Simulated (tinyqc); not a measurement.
## Depth and level of a trap from the time ratio

Inverse problem. For an oxide trap tc/te = exp(E/Vt) with E = E0 - dpsi - (xt/tox)(Vg - VT - dpsi), dpsi being the rise of the surface potential above its value at threshold. Find xt and E0, and the depth that would be read if dpsi were ignored.

Parameters, values chosen for the exercise:
- T = 300 K (temperature)
- tox = 3.9 nm (insulator thickness)

Constants: q = 1.602176634e-19 C, kB = 1.380649e-23 J/K, Vt = kB T/q. Results are converted to the units shown.

Vg - VT (V): [0.16, 0.31]
tc/te: [3.1436037, 0.14577151]
dpsi (V): [0.049295528, 0.068169508]

Answer. E + dpsi is a straight line in the oxide voltage Vg - VT - dpsi with slope -xt/tox and intercept E0. Ignoring dpsi assigns the motion of the bands to the trap and overstates its depth.

xt = 1.800 nm
E0 = 0.1300 eV
depth read without dpsi = 2.064 nm

Computed by the program tinyqc: `OMP_NUM_THREADS=1 python tinyqc.py 2710061 2710062 out.jsonl`, one thread of a shared Intel Xeon 2.30GHz, about 0.01 s for the whole run.
